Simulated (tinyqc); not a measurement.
Effective-mass impurity with a central-cell term, in a basis of Slater functions: one step, computed by the program tinyqc. Command: `OMP_NUM_THREADS=1 python tinyqc.py 3012076 3012077 out.jsonl centralcell walk`. One thread of a shared host (Intel(R) Xeon(R) Processor @ 2.30GHz), about 0.01 s of CPU time with the checks.

The envelope obeys H = -nabla^2 - (2/r) [Z + A exp(-kappa r)] in effective units, with kappa = a*/lambda; positive A deepens the well near the core.

Question. Generalised eigenproblem. (T + V + W) c = E S c with c^T S c = 1 and the largest component positive.

Inputs (values chosen for the exercise, with screening close to that of GaP): charge Z of the core = 2.

Impurity: acceptor, one isotropic band.

kinetic T (Ry*), lower triangle (symmetric):
```
,1,2,3,4,5
1,0.2809
2,0.5314299,2.047761
3,0.5659746,3.874124,14.92818
4,0.4365453,4.125955,28.24236,108.8264
5,0.2914915,3.182416,30.07821,205.8868,793.3446
```

Coulomb V (Ry*), lower triangle (symmetric):
```
,1,2,3,4,5
1,-2.12
2,-2.748135,-5.724
3,-2.428724,-7.419964,-15.4548
4,-1.731035,-6.557554,-20.03390,-41.72796
5,-1.120666,-4.673793,-17.70539,-54.09154,-112.6655
```

central cell W (Ry*), lower triangle (symmetric):
```
,1,2,3,4,5
1,-0.07158492
2,-0.2507317,-0.9004457
3,-0.6572291,-2.473750,-7.457909
4,-1.104718,-4.422366,-15.22320,-38.66211
5,-1.179918,-4.974008,-19.34297,-62.45878,-142.0749
```

overlap S, lower triangle (symmetric):
```
,1,2,3,4,5
1,1.000000
2,0.700697,1.000000
3,0.276387,0.700697,1.000000
4,0.078956,0.276387,0.700697,1.000000
5,0.019526,0.078956,0.276387,0.700697,1.000000
```

Give: two lowest levels; coefficients of the lowest state; <T>; <W>.

Answer.

two lowest levels (Ry*): [-8.123, -1.213]

coefficients of the lowest state: [-0.0440, 0.1845, 0.8427, 0.0510, 0.0002]

<T> = 14.63 Ry*

<W> = -7.541 Ry*

Caution: the effective Bohr radius is only a few bond lengths, so the envelope approximation is rough.
